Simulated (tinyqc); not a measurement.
# Changing the stress sigma (tension positive)

Model: Raman shift of the zone-centre optical phonon of a diamond-structure crystal under stress. Computed by tinyqc, a small Python program. Command: `OMP_NUM_THREADS=1 python tinyqc.py 3024523 3024524 out.jsonl ramanstress sweep`. One thread of a shared host (Intel(R) Xeon(R) Processor @ 2.30GHz), about 0.01 s of CPU time with the checks.

Axes x, y, z are the cube axes. Strain shifts the threefold optical mode and can split it; p, q and r are the phonon deformation potentials.

Inputs (values chosen for the exercise, modelled on diamond):
```
quantity                             value      unit
unstrained frequency omega_0          1333      1/cm
p/omega_0^2                          -2.87         -
q/omega_0^2                          -1.73         -
r/omega_0^2                          -1.89         -
C11                                   1068       GPa
C12                                  124.5       GPa
C44                                  578.7       GPa
polarisation angle phi                  60    degree
temperature coefficient d omega/dT  -0.011  1/(cm K)
local temperature T                    400         K
laser wavelength                     514.5        nm
```

Stress state: uniaxial. Axis: [100].

Constants: h = 6.62607015e-34 J s; c = 299792458 m/s; k_B = 1.380649e-23 J/K.

Method:
- S11 = (C11 + C12)/D, S12 = -C12/D, D = (C11 - C12)(C11 + 2 C12), S44 = 1/C44.
- Uniaxial stress along the unit vector n of the axis: sigma_ij = sigma n_i n_j.
- eps_xx = S11 sigma_xx + S12 (sigma_yy + sigma_zz), and cyclic; eps_xy = S44 sigma_xy/2 (tensor strain).
- Secular matrix: M_xx = p eps_xx + q (eps_yy + eps_zz), M_xy = 2 r eps_xy; its eigenvalues are omega^2 - omega_0^2, and the shifts are these over 2 omega_0.
- gamma = -(p + 2q)/(6 omega_0^2); the mean of the three shifts is -gamma omega_0 x (volume strain).
- Backscattering from a (001) surface: incident polarisation (cos phi, sin phi, 0). With Raman tensors (R_z)_xy = (R_z)_yx = 1 and cyclic, only the z component u_z of a mode counts: I = u_z^2 sin^2(2 phi) for parallel and u_z^2 cos^2(2 phi) for crossed polarisers. An unresolved line sits at the intensity-weighted shift, which is M_zz/(2 omega_0).
- A temperature above 300 K shifts the line by (d omega/dT)(T - 300 K); divided by the shift per stress it poses as a stress; the total shift adds it to the shift of the observed line. The anti-Stokes to Stokes ratio is [(omega_L + omega_0)/(omega_L - omega_0)]^3 exp(-h c omega_0/(k_B T)) in photon counts, omega_L = 1/wavelength, resonance effects left out.

One run for each value; columns: (1) stress sigma (tension positive) (GPa); (2) shift of the observed line (1/cm); (3) mean shift (1/cm); (4) volume strain (per mille); (5) total shift (1/cm):
```
(1)        (2)      (3)      (4)      (5)
-2.40   1.9185   2.5628  -1.8223   0.8185
-1.70   1.3589   1.8153  -1.2908   0.2589
-1.00   0.7994   1.0678  -0.7593  -0.3006
-0.34   0.2718   0.3631  -0.2582  -0.8282
0.34   -0.2718  -0.3631   0.2582  -1.3718
1.00   -0.7994  -1.0678   0.7593  -1.8994
1.70   -1.3589  -1.8153   1.2908  -2.4589
2.40   -1.9185  -2.5628   1.8223  -3.0185
```

What does the table show, and why?

Over the rows, shift of the observed line (1/cm) falls from 1.92 to -1.92; mean shift (1/cm) falls from 2.56 to -2.56; volume strain (per mille) rises from -1.82 to 1.82. All stress shifts are linear and odd in sigma; the total is offset by the thermal shift, -1.10 per cm, and passes zero between sigma = -1.7 and -1.0 GPa, where stress and heating cancel.

Extremes, crossings and ranges named in words are read from the listed rows.
